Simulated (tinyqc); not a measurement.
Comparisons within one model: Tamm state at the end of a one-band chain. A value that a table varies takes the place of the one given here.

A half-infinite chain with site energy 0 and hopping -t, band E = -2t cos(ka); the end site has energy D. The surface Green function of the unperturbed half chain is g = (E -/+ sqrt(E^2 - 4t^2))/(2t^2), the root with |t g| <= 1 and Im g <= 0, and with the shift G = g/(1 - D g).

Parameters, chosen for this exercise: t = 1.97 eV (hopping); a = 2.5 angstrom (spacing); D = -4.82 eV (shift of the end site); E = 3.34 eV (energy in the band).

## Threshold for a surface state

For |D| > t: E = D + t^2/D, weight on the end site 1 - t^2/D^2, decay length of the amplitude a/ln|D/t|; a dash: no bound state. The last column is the surface density -Im G/pi at E = 0.

Against D:
```
D/t,D (eV),E (eV),end weight,decay length (angstrom),density at E = 0 (1/eV)
-3.00,-5.910,-6.5667,0.8889,2.28,0.0162
-2.00,-3.940,-4.9250,0.7500,3.61,0.0323
-1.40,-2.758,-4.1651,0.4898,7.43,0.0546
-1.10,-2.167,-3.9579,0.1736,26.23,0.0731
-0.80,-1.576,-,-,-,0.0985
0.50,0.985,-,-,-,0.1293
0.95,1.871,-,-,-,0.0849
1.05,2.068,3.9447,0.0930,51.24,0.0769
1.30,2.561,4.0764,0.4083,9.53,0.0601
2.50,4.925,5.7130,0.8400,2.73,0.0223
```

What does this show?

A state splits off only for |D| > t = 1.97 eV, although in the middle of an endless chain any shift binds one. Just past the threshold, at D/t = 1.05, it lies 4.7 meV outside the band and spreads over 51.2 angstrom; at D/t = -3 it holds 89 % of the end site, and the density left at the band centre has fallen to 0.10 of the clean value.

## What each parameter does

E = D + t^2/D, weight 1 - (t/D)^2, decay length -a/ln|t/D|, surface density -Im G/pi at E. Each row changes one parameter from the base and keeps the others.

Results:
```
case,bound level (eV),weight,decay (angstrom),density (1/eV)
base,-5.6252,0.8330,2.794,0.0077
t = 2.0685 eV,-5.7077,0.8158,2.955,0.0089
D = -5.784 eV,-6.4550,0.8840,2.321,0.0059
a = 2.75 angstrom,-5.6252,0.8330,3.074,0.0077
E = 1.67 eV,-5.6252,0.8330,2.794,0.0162
```

What does this show?

The largest shifts from the base row, up to three for each result and ties (the steps differ in size, so this ranks the rows, not the parameters). bound level (eV): D -0.8298, t -0.0825; unchanged at the printed digits by a and E. weight: D +0.0510, t -0.0171; unchanged at the printed digits by a and E. decay (angstrom): D -0.473, a +0.279, t +0.161; unchanged at the printed digits by E. density (1/eV): E +0.0085, D -0.0018, t +0.0012; unchanged at the printed digits by a.

Computed by tinyqc, a small Python program: `OMP_NUM_THREADS=1 python tinyqc.py 1482602 1482603 out.jsonl` (the numbers bound the seed that draws the inputs); one thread of a shared host (Intel(R) Xeon(R) Processor @ 2.30GHz), about 0.01 s for the whole set of steps.
